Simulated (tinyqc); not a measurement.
Sp3 tight binding, zinc-blende lattice, step by step. Computed by tinyqc, a small Python program that keeps every step. Command: `OMP_NUM_THREADS=1 python tinyqc.py 26624 26625 out.jsonl` (the two numbers bound the seeds that draw the settings). One thread of a shared host (Intel(R) Xeon(R) Processor @ 2.60GHz), about 0.01 s of CPU time with the checks.

## Bloch Hamiltonian at k

Parameters chosen for this model: zinc-blende lattice, anion at 0, cation at a/4 (1,1,1); V = eta hbar^2 / (m d^2), hbar^2/m = 7.619964 eV angstrom^2:
```
parameter,value,unit
a,3.580000,angstrom
d,1.550185,angstrom
Es anion,-13.010000,eV
Ep anion,-6.730000,eV
Es cation,-13.010000,eV
Ep cation,-6.730000,eV
eta ss,-1.320000,
eta sp,1.420000,
eta pp sigma,2.220000,
eta pp pi,-0.630000,
V ss,-4.185617,eV
V sp,4.502710,eV
V pp sigma,7.039447,eV
V pp pi,-1.997681,eV
```

k point k (2 pi / a): 0.3400  -0.6100  0.4600

Slater-Koster rules over the four bonds with direction cosines (l, m, n): ss V_ss; s-px l V_sp; px-s -l V_sp; px-px l^2 V_pps + (1 - l^2) V_ppp; px-py l m (V_pps - V_ppp); each times exp(i k.d).

H(k) at k (eV):
```
,a s,a px,a py,a pz,c s,c px,c py,c pz
a s,-13.0100,0.0000,0.0000,0.0000,-6.2157-4.6112i,4.8427+2.2831i,-2.0128-5.4929i,3.2485+3.4035i
a px,0.0000,-6.7300,0.0000,0.0000,-4.8427-2.2831i,1.5068+1.1179i,3.7643+3.9438i,-2.3324-6.3650i
a py,0.0000,0.0000,-6.7300,0.0000,2.0128+5.4929i,3.7643+3.9438i,1.5068+1.1179i,5.6115+2.6456i
a pz,0.0000,0.0000,0.0000,-6.7300,-3.2485-3.4035i,-2.3324-6.3650i,5.6115+2.6456i,1.5068+1.1179i
c s,-6.2157+4.6112i,-4.8427+2.2831i,2.0128-5.4929i,-3.2485+3.4035i,-13.0100,0.0000,0.0000,0.0000
c px,4.8427-2.2831i,1.5068-1.1179i,3.7643-3.9438i,-2.3324+6.3650i,0.0000,-6.7300,0.0000,0.0000
c py,-2.0128+5.4929i,3.7643-3.9438i,1.5068-1.1179i,5.6115-2.6456i,0.0000,0.0000,-6.7300,0.0000
c pz,3.2485-3.4035i,-2.3324+6.3650i,5.6115-2.6456i,1.5068-1.1179i,0.0000,0.0000,0.0000,-6.7300
```

## Levels at k

Diagonalise the Hermitian matrix.

eigenvalues (eV): -24.1507  -21.2079  -15.4926  -15.2181  0.2878  1.3401  1.8871  6.1542

weights |c|^2 of the basis functions:
```
,band 1,band 2,band 3,band 4,band 5,band 6,band 7,band 8
a s,0.4336,0.1179,0.0199,0.0080,0.3537,0.0205,0.0054,0.0410
a px,0.0136,0.1398,0.3096,0.0063,0.0635,0.1553,0.1616,0.1504
a py,0.0349,0.1111,0.0851,0.2347,0.0733,0.2973,0.0162,0.1474
a pz,0.0179,0.1313,0.0854,0.2510,0.0094,0.0270,0.3168,0.1612
c s,0.4336,0.1179,0.0199,0.0080,0.3537,0.0205,0.0054,0.0410
c px,0.0136,0.1398,0.3096,0.0063,0.0635,0.1553,0.1616,0.1504
c py,0.0349,0.1111,0.0851,0.2347,0.0733,0.2973,0.0162,0.1474
c pz,0.0179,0.1313,0.0854,0.2510,0.0094,0.0270,0.3168,0.1612
```

## Bloch Hamiltonian at L

k point L (2 pi / a): 0.5000  0.5000  0.5000

As before.

H(k) at L (eV):
```
,a s,a px,a py,a pz,c s,c px,c py,c pz
a s,-13.0100,0.0000,0.0000,0.0000,-5.9194+5.9194i,-3.6764+3.6764i,-3.6764+3.6764i,-3.6764+3.6764i
a px,0.0000,-6.7300,0.0000,0.0000,3.6764-3.6764i,1.4350-1.4350i,-4.2601+4.2601i,-4.2601+4.2601i
a py,0.0000,0.0000,-6.7300,0.0000,3.6764-3.6764i,-4.2601+4.2601i,1.4350-1.4350i,-4.2601+4.2601i
a pz,0.0000,0.0000,0.0000,-6.7300,3.6764-3.6764i,-4.2601+4.2601i,-4.2601+4.2601i,1.4350-1.4350i
c s,-5.9194-5.9194i,3.6764+3.6764i,3.6764+3.6764i,3.6764+3.6764i,-13.0100,0.0000,0.0000,0.0000
c px,-3.6764-3.6764i,1.4350+1.4350i,-4.2601-4.2601i,-4.2601-4.2601i,0.0000,-6.7300,0.0000,0.0000
c py,-3.6764-3.6764i,-4.2601-4.2601i,1.4350+1.4350i,-4.2601-4.2601i,0.0000,0.0000,-6.7300,0.0000
c pz,-3.6764-3.6764i,-4.2601-4.2601i,-4.2601-4.2601i,1.4350+1.4350i,0.0000,0.0000,0.0000,-6.7300
```

## Levels at L

As before.

eigenvalues (eV): -24.3186  -21.5466  -14.7841  -14.7841  0.1577  1.3241  1.3241  6.2275

## Bands along a path

The same steps at evenly spaced points between the labelled ones.

Bands along the path (eV):
```
k,band 1,band 2,band 3,band 4,band 5,band 6,band 7,band 8
L,-24.3186,-21.5466,-14.7841,-14.7841,0.1577,1.3241,1.3241,6.2275
L-G 0.20,-25.4572,-20.1395,-14.4919,-14.4919,0.2993,1.0319,1.0319,5.8174
L-G 0.40,-27.1188,-17.6400,-13.6689,-13.6689,0.2089,0.2089,0.5033,4.7755
L-G 0.60,-28.5136,-14.8193,-12.4914,-12.4914,-0.9686,-0.9686,0.0010,3.8519
L-G 0.80,-29.4320,-12.1291,-11.3229,-11.3229,-2.1371,-2.1371,-1.6054,3.6866
G,-29.7525,-10.7888,-10.7888,-10.7888,-2.6712,-2.6712,-2.6712,3.7325
G-X 0.20,-29.3234,-12.0933,-12.0933,-11.3158,-2.4795,-1.3667,-1.3667,3.6387
G-X 0.40,-28.0720,-14.5367,-14.5367,-12.8125,-1.9293,1.0767,1.0767,3.3338
G-X 0.60,-26.1035,-16.7659,-16.7659,-15.0650,-1.0918,2.7802,3.3059,3.3059
G-X 0.80,-23.5846,-18.2582,-18.2582,-17.8002,-0.0748,1.9796,4.7982,4.7982
X,-20.7323,-20.7323,-18.7795,-18.7795,0.9923,0.9923,5.3195,5.3195
X-W 0.20,-20.7323,-20.7323,-18.7795,-18.7795,0.9923,0.9923,5.3195,5.3195
X-W 0.40,-20.7323,-20.7323,-18.7795,-18.7795,0.9923,0.9923,5.3195,5.3195
X-W 0.60,-20.7323,-20.7323,-18.7795,-18.7795,0.9923,0.9923,5.3195,5.3195
X-W 0.80,-20.7323,-20.7323,-18.7795,-18.7795,0.9923,0.9923,5.3195,5.3195
W,-20.7323,-20.7323,-18.7795,-18.7795,0.9923,0.9923,5.3195,5.3195
```

With 4 band(s) filled, the highest filled level on these points lies at G and the lowest empty one at G: a gap of 8.1176 eV, direct.
